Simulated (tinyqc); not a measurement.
p-n diode, drift-diffusion by the Gummel loop with Scharfetter-Gummel fluxes: two steps of the calculation.

Abrupt junction at x = 0, p side from -Lp, n side to Ln, ohmic contacts. psi is counted from the intrinsic level; n = ni exp((psi - phin)/Vt), p = ni exp((phip - psi)/Vt). Contacts: p side psi = V - Vt ln(Na/ni), p = Na, n = ni^2/Na; n side psi = Vt ln(Nd/ni), n = Nd, p = ni^2/Nd. Constant mobilities, D = mu Vt, Boltzmann statistics, SRH recombination through a mid-gap level, U = (n p - ni^2)/(tp (n + ni) + tn (p + ni)). Current is positive from the p contact to the n contact.

Inputs (values chosen for the exercise); band and dielectric values close to those of silicon:
- T = 300 K (temperature)
- eps_r = 11.5 (relative permittivity)
- Na = 1.4e17 cm^-3 (acceptor density of the p side)
- Nd = 2e16 cm^-3 (donor density of the n side)
- mun = 700 cm^2/(V s) (electron mobility)
- mup = 380 cm^2/(V s) (hole mobility)
- tn = 5e-8 s (SRH lifetime of electrons)
- tp = 4e-8 s (SRH lifetime of holes)
- G = 0 cm^-3 s^-1 (uniform generation rate)
- V = 0.25 V (bias of the p contact)

Constants: q = 1.602176634e-19 C, kB = 1.380649e-23 J/K, Vt = kB T/q, eps0 = 8.8541878128e-14 F/cm where lengths are in cm. Results are converted to the units shown.

Task 1. Poisson equation. With phin and phip held, solve a_i (psi_(i+1) - psi_i) - a_(i-1) (psi_i - psi_(i-1)) + q w_i (p_i - n_i + C_i) = 0 for the inner nodes by Newton steps to convergence; a_i = eps0 eps_r/h_i, h_i = x_(i+1) - x_i, w_i = (h_(i-1) + h_i)/2, C = -Na or +Nd.

```
node  x (nm)  phin at the start (V)  phip at the start (V)
0      -4000                   0.25                   0.25
1      -1610                      0                   0.25
2       -639                      0                   0.25
3       -242                      0                   0.25
4      -79.7                      0                   0.25
5      -13.5                      0                   0.25
6       13.5                      0                   0.25
7       72.2                      0                   0.25
8        200                      0                   0.25
9        478                      0                   0.25
10      1080                      0                   0.25
11      2400                      0                      0
```

ni = 1.5739094e10 cm^-3

Give: psi; n after Poisson; p after Poisson.

Result 1.

```
node  psi (V)  n after Poisson (cm^-3)  p after Poisson (cm^-3)
0     -0.1637                     1769                 1.400e17
1     -0.1637                  2.803e7                 1.400e17
2     -0.1637                  2.803e7                 1.400e17
3     -0.1637                  2.803e7                 1.400e17
4     -0.1634                  2.832e7                 1.386e17
5     -0.1462                  5.514e7                 7.117e16
6     -0.0029                 1.408e10                 2.786e14
7      0.2284                 1.081e14                 3.629e10
8      0.3589                 1.685e16                  2.329e8
9      0.3633                 1.998e16                  1.964e8
10     0.3634                 2.000e16                  1.962e8
11     0.3634                 2.000e16                  1.239e4
```

Task 2. Recombination and current. U_i as defined. J = Jn at the p contact + Jp at the n contact + q sum w_i U_i - q G sum w_i over the inner nodes, which avoids differences of large majority fluxes: Jn = (q mun Vt/h_0)[n_1 B(d_0) - n_0 B(-d_0)], Jp = (q mup Vt/h_last)[p_(N-1) B(d_last) - p_N B(-d_last)], d_i = (psi_(i+1) - psi_i)/Vt, B(d) = d/(exp(d) - 1), w_i = (h_(i-1) + h_i)/2.

```
node  x (nm)  converged psi (V)  converged n (cm^-3)  converged p (cm^-3)
0      -4000        -0.16365799            1769.4221               1.4e17
1      -1610        -0.16365799          1.6508778e7         1.4000000e17
2       -639        -0.16365799          2.3512871e7         1.4000000e17
3       -242        -0.16365730          2.6447767e7         1.3999628e17
4      -79.7        -0.16339104          2.7940663e7         1.3856181e17
5      -13.5        -0.14616671          5.5105641e7         7.1168463e16
6       13.5        -0.00287146         1.4084403e10         2.7863348e14
7       72.2         0.22840451         1.0814506e14         3.6287230e10
8        200         0.35892286         1.6850718e16          2.3052588e8
9        478         0.36332284         1.9977210e16          1.7077158e8
10      1080         0.36335227         1.9999968e16          1.1600229e8
11      2400         0.36335232                 2e16            12385.954
```

ni = 1.5739094e10 cm^-3

Find: U; Jn at the p contact; Jp at the n contact; recombination; generation; J.

Result 2.

U, node 0 to 11 (cm^-3 s^-1): 0  3.3014e14  4.7022e14  5.2892e14  5.5878e14  1.1020e15  2.8163e17  9.0645e17  5.7628e15  4.2690e15  2.8997e15  0
Jn at the p contact = 2.0025e-7 A/cm^2
Jp at the n contact = 1.3830e-6 A/cm^2
recombination = 1.6593e-6 A/cm^2
generation = 0 A/cm^2
J = 3.2426e-6 A/cm^2

Computed by the program tinyqc: `OMP_NUM_THREADS=1 python tinyqc.py 2240171 2240172 out.jsonl`, one thread of a shared Intel Xeon 2.30GHz, about 0.2 s for the whole run.
